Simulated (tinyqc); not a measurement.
Material parameters from the melting point of the curve.

Problem. In a hemispherical model of a phase-change cell the resistance is rho/(2 pi r0), and melting starts where I^2 rho b^2/(32 pi^2 ka r0^2) = Tm - T0. Find rho and ka.

Inputs (values chosen for the exercise):
```
symbol  value  unit                       meaning
T0        300     K           ambient temperature
Tm        876     K                 melting point
r0         37    nm  radius of the heater contact
```

resistance = 0.12474306 kohm
melting current = 1718.0919 uA
b = 1.6971102

Answer. The resistance gives rho, and the melting current then gives ka.

rho = 2.90 mohm cm
ka = 0.990 W/(m K)

Computed by the program tinyqc: `OMP_NUM_THREADS=1 python tinyqc.py 2490039 2490040 out.jsonl`, one thread of a shared Intel Xeon 2.30GHz, about 0.01 s for the whole run.
